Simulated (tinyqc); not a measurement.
Current of a Schottky diode by thermionic-emission-diffusion theory, and its read-back from I-V-T and C-V data. Changing the doping N. Computed by tinyqc, a small Python program. Command: `OMP_NUM_THREADS=1 python tinyqc.py 3015403 3015404 out.jsonl schottky sweep`. One thread of a shared host (Intel(R) Xeon(R) Processor @ 2.30GHz), about 0.01 s of CPU time with the checks.

Full ionisation, no tunnelling, no recombination current. V is the voltage across the junction itself, forward positive.

Inputs (values chosen for the exercise, modelled on n-type GaAs):
```
quantity                                     value           unit
Richardson constant A*                        8.24   A/(cm^2 K^2)
effective density of states at 300 K, N_c  4.9e+17         1/cm^3
permittivity eps                              12.9              -
mobility mu                                   7300     cm^2/(V s)
barrier without image force phi_0            0.955             eV
series resistance R_s                          9.8  milliohm cm^2
junction voltage V                            0.31              V
temperature T                                  300              K
```

Barrier: uniform.

Constants: k_B = 8.617333262e-05 eV/K; e = 1.602176634e-19 C; eps_0 = 8.8541878128e-12 F/m.

Method:
- N_c(T) = N_c (T/300 K)^(3/2); V_bi = phi_0 - (k_B T/e) ln(N_c(T)/N); surface field F = sqrt(2 e N (V_bi - V - k_B T/e)/(eps eps_0)); image lowering d_phi = sqrt(e F/(4 pi eps eps_0)); effective barrier phi = phi_0 - d_phi.
- Collection velocity v_R = A* T^2/(e N_c(T)); diffusion velocity v_D = mu F; J = e N_c(T) v_R/(1 + v_R/v_D) exp(-phi/k_B T) [exp(e V/k_B T) - 1].
- Terminal voltage V + J R_s.
- Ideality n = (e/k_B T)/(d ln J/dV) by a central difference of +/- 1 mV; J_0 = J exp(-e V/(n k_B T)); apparent barrier phi_IV = k_B T ln(A* T^2/J_0); a C-V plot gives phi_CV = phi_0, the mean without lowering.

One run for each value:
```
doping N (1/cm^3)  ideality factor n  image lowering (meV)  current density J (A/cm^2)  v_D (cm/s)
1.00e+14                       1.013                  6.11                   9.895e-06   2.444e+07
2.40e+14                       1.011                  7.71                   1.175e-05   3.892e+07
5.60e+14                       1.009                  9.66                   1.362e-05   6.097e+07
1.30e+15                       1.009                 12.06                   1.571e-05   9.515e+07
3.10e+15                       1.009                 15.17                   1.832e-05   1.504e+08
7.40e+15                       1.010                 19.07                   2.178e-05   2.377e+08
1.80e+16                       1.012                 24.07                   2.681e-05   3.790e+08
4.10e+16                       1.014                 29.86                   3.383e-05   5.833e+08
9.80e+16                       1.017                 37.50                   4.574e-05   9.199e+08
```

Over the rows, ideality factor n goes from 1.01 through a minimum among these rows, 1.01 at 1.30e15, to 1.02; image lowering (meV) rises from 6.11 to 37.5 (exponent d ln y / d ln x about 0.26 throughout); current density J (A/cm^2) rises from 9.89e-6 to 4.57e-5 (exponent d ln y / d ln x 0.20 between the first rows and 0.35 between the last). The exponent of image lowering stays between 0.26 and 0.27, near 0.25: F grows as N^(1/2) and the lowering as F^(1/2). Tunnelling, left out, adds to n at the high end.

Extremes, crossings and ranges named in words are read from the listed rows.
